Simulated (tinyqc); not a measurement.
# Capacitance measurement on a leaky thin oxide: effects of series resistance and leakage: effects of single changes

The device is a capacitance C in parallel with a leakage conductance G, in series with Rs and Ls. An impedance meter reports either a parallel pair (Cp, Gp) from Y = 1/Z = Gp + i w Cp or a series pair (Cs, Rm) from Z = Rm + 1/(i w Cs); w = 2 pi f, dissipation D = Gp/(w |Cp|).

Parameters, values chosen for the exercise; values of the order met in thin-oxide MOS capacitors:

| symbol | value | unit | meaning |
|---|---|---|---|
| eox | 3.9 |  | relative permittivity of the gate insulator (close to silicon dioxide) |
| tox | 1.7 | nm | insulator thickness |
| A | 400 | um^2 | gate area |
| zc | 0.52 | nm | oxide-equivalent thickness added by the accumulation layer |
| zp | 0 | nm | oxide-equivalent thickness added by gate depletion |
| Jg | 0.4 | A/cm^2 | gate leakage current density, not matched to the thickness |
| Vs | 0.44 | V | voltage for an e-fold rise of the leakage |
| Rs | 330 | ohm | series resistance |
| Ls | 0 | nH | series inductance |
| f | 2e5 | Hz | measuring frequency |

Constants: eps0 = 8.8541878128e-14 F/cm where lengths are in cm. Results are converted to the units shown.

Each table varies one quantity; the others keep the values above.

## Readings against frequency

EOT = 3.9 tox/eox; CET = EOT + zc + zp; C = 3.9 eps0 A/CET; G = Jg A/Vs. Z = Rs + i w Ls + 1/(G + i w C); CET read from Cp = 3.9 eps0 A/Cp; errors under 0.001 % are printed as 0.

The same in every row: C (pF) = 6.222.

Readings against frequency:
```
f (Hz)  Cp (pF)  Cs (pF)        D  error of Cp (%)  error of Cs (%)  CET read from Cp (nm)
1000      6.207  5.384e4    93.13           -0.240           8.65e5                  2.225
3000      6.207     5988    31.04           -0.240           9.61e4                  2.225
10000     6.207    544.6    9.313           -0.240             8650                  2.225
30000     6.207    66.04    3.105           -0.240              961                  2.225
1e5       6.207    11.61   0.9326           -0.240             86.5                  2.225
3e5       6.207    6.820   0.3143           -0.241             9.61                  2.225
1e6       6.206    6.276   0.1060           -0.256            0.865                  2.226
3e6       6.198    6.228  0.06975           -0.388           0.0961                  2.229
1e7       6.106    6.222   0.1383            -1.87          8.65e-3                  2.262
3e7       5.400    6.222   0.3901            -13.2                0                  2.558
```

D goes from 93.1 through a minimum of 0.0697 (at f = 3e6 Hz among the rows listed) to 0.390; without inductance its minimum lies at f = sqrt(G (1 + G Rs)/Rs)/(2 pi C) = 2.69e6 Hz. The error of Cp goes from -0.240 to -13.2 % and that of Cs from 8.65e5 to 0 %; at low frequency Cp tends to C/(1 + G Rs)^2 and Cs grows as 1 + (G/(w C))^2. One of the two readings is within 2 % of C for f = 1000, 3000, 10000, 30000, 1e5, 3e5, 1e6, 3e6, 1e7, 3e7 Hz. For f = 1000, 3000, 10000, 30000 D exceeds 1, where the accuracy of real meters degrades in proportion to sqrt(1 + D^2).

## Effect of the gate area

Same model as above.

Rs is held fixed.

Effect of the gate area:
```
A (um^2)   C (pF)  Cp (pF)  Cs (pF)        D  error of Cp (%)  error of Cs (%)  CET read from Cp (nm)
20        0.31109  0.31106  0.37839  0.46525          -0.0120             21.6                 2.2203
70         1.0888   1.0884   1.3243  0.46564          -0.0420             21.6                 2.2209
200        3.1109   3.1072   3.7839  0.46666           -0.120             21.6                 2.2227
600        9.3328   9.2991   11.352  0.46980           -0.361             21.6                 2.2280
2000       31.109   30.734   37.839  0.48078            -1.21             21.6                 2.2471
5000       77.773   75.415   94.596  0.50432            -3.03             21.6                 2.2894
10000      155.55   146.04   189.19  0.54355            -6.11             21.6                 2.3644
40000      622.19   471.01   756.77  0.77892            -24.3             21.6                 2.9326
```

As A goes from 20 to 40000, the error of Cp goes from -0.0120 to -24.3 %, that of Cs from 21.6 to 21.6 %, and D rises from 0.465 to 0.779. The CET read from Cp goes from 2.22 to 2.93 nm against the true 2.22 nm. G/(w C) does not depend on the area, while G Rs and w C Rs grow with it.

tinyqc, about 0.01 s, one thread, Intel Xeon 2.30GHz (shared host): `OMP_NUM_THREADS=1 python tinyqc.py 2022116 2022117 out.jsonl`
